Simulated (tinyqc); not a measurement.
Haynes-Shockley experiment: what a collector records, against the distance from injector to collector.

A sheet injected at x = 0, t = 0 gives at x = L the signal n(t) = N0 exp(-t/tau - (L - v t)^2/(4 D t))/sqrt(4 pi D t), D = mu Vt, v = mu F. Its peak lies at tp = [-D + sqrt(D^2 + u^2 L^2)]/u^2, u^2 = v^2 + 4 D/tau; dt is the full width at half height. Simple readings: mobility L/(F tp), diffusion coefficient (L dt/tp)^2/(16 ln 2 tp). Area v times the integral of n over N0: (v/u) exp(L (v - u)/(2 D)).

Values chosen for this exercise: temperature T = 250 K; minority-carrier mobility mu = 405 cm^2/(V s); sweep field along the drift F = 6.2 V/cm; lifetime tau = 3.2e-5 s.

Constants: q = 1.602176634e-19 C, kB = 1.380649e-23 J/K, Vt = kB T/q. Results are converted to the units shown.

Results:
```
L (um),L/v (us),tp (us),dt (us),apparent mobility (cm^2/(V s)),apparent D (cm^2/s),area,exp(-L/(v tau))
82,3.266,2.058,4.923,642.6,16.86,0.8371,0.9030
220,8.761,6.996,9.370,507.2,11.19,0.7099,0.7605
360,14.34,12.11,12.42,479.5,10.16,0.6005,0.6389
600,23.89,20.91,16.41,462.7,9.556,0.4508,0.4739
980,39.03,34.88,21.26,453.2,9.224,0.2863,0.2953
1600,63.72,57.67,27.38,447.5,9.027,0.1365,0.1365
2600,103.5,94.43,35.08,444.1,8.909,0.04131,0.03933
```

Estimate the missing row, L = 140 um.

Computed row:
```
L (um),L/v (us),tp (us),dt (us),apparent mobility (cm^2/(V s)),apparent D (cm^2/s),area,exp(-L/(v tau))
140,5.575,4.102,7.097,550.5,12.90,0.7811,0.8401
```

With this row back in the table: True values: mu = 405 cm^2/(V s), D = 8.73 cm^2/s. The apparent mobility is 59 % above the true one in the first row and 9.6 % above it in the last, and the apparent D 93 % above and 2.1 % above D. The peak always comes before L/v, since spreading and decay both weigh down the later part of the signal; the shift is 37 % and 8.8 % in these rows.

Program tinyqc, `OMP_NUM_THREADS=1 python tinyqc.py 2310047 2310048 out.jsonl`; Intel Xeon 2.30GHz, shared host, one thread, about 0.01 s.
